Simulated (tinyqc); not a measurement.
First phase against the interface composition: thermodynamics of metal silicides: hull, first phase, silicon consumed, nucleation and stability against SiO2. Computed by tinyqc, a small Python program. Command: `OMP_NUM_THREADS=1 python tinyqc.py 3028782 3028783 out.jsonl silphase walk`. One thread of a shared host (Intel(R) Xeon(R) Processor @ 2.30GHz), about 0.01 s of CPU time with the checks.

Entropies of formation of the solids are neglected, so heats stand for free energies. Si fractions: M2Si 0.3333, MSi 0.5000, MSi2 0.6667.

Inputs (values chosen for the exercise, of the order of those of cobalt silicides for heats and volumes only): heat of formation of M2Si = -38.7 kJ/mol atoms; heat of formation of MSi = -46.2 kJ/mol atoms; heat of formation of MSi2 = -33.7 kJ/mol atoms.

Phases: M2Si, MSi, MSi2.

Method. Effective heat of formation: at the interface the mixture has the Si fraction x_e; the limiting element scales the heat, H_eff = H x_e/x if x_e < x, H (1 - x_e)/(1 - x) otherwise. The rule names the most negative as the first phase; its restriction to congruently melting phases is left out here.

H_eff (kJ/mol atoms):
```
x_e,M2Si,MSi,MSi2,first phase
0.10,-11.6100,-9.240,-5.055,M2Si
0.20,-23.2200,-18.480,-10.110,M2Si
0.30,-34.8300,-27.720,-15.165,M2Si
0.36,-37.1520,-33.264,-18.198,M2Si
0.42,-33.6690,-38.808,-21.231,MSi
0.48,-30.1860,-44.352,-24.264,MSi
0.54,-26.7030,-42.504,-27.297,MSi
0.60,-23.2200,-36.960,-30.330,MSi
0.66,-19.7370,-31.416,-33.363,MSi2
0.75,-14.5125,-23.100,-25.275,MSi2
```

What follows from these numbers?

Each phase is a triangle with its apex at its own composition. In order of x_e the first phase is M2Si, then MSi, then MSi2. On either side of all three the ranking is that of H/x (Si-poor) or H/(1 - x) (Si-rich).
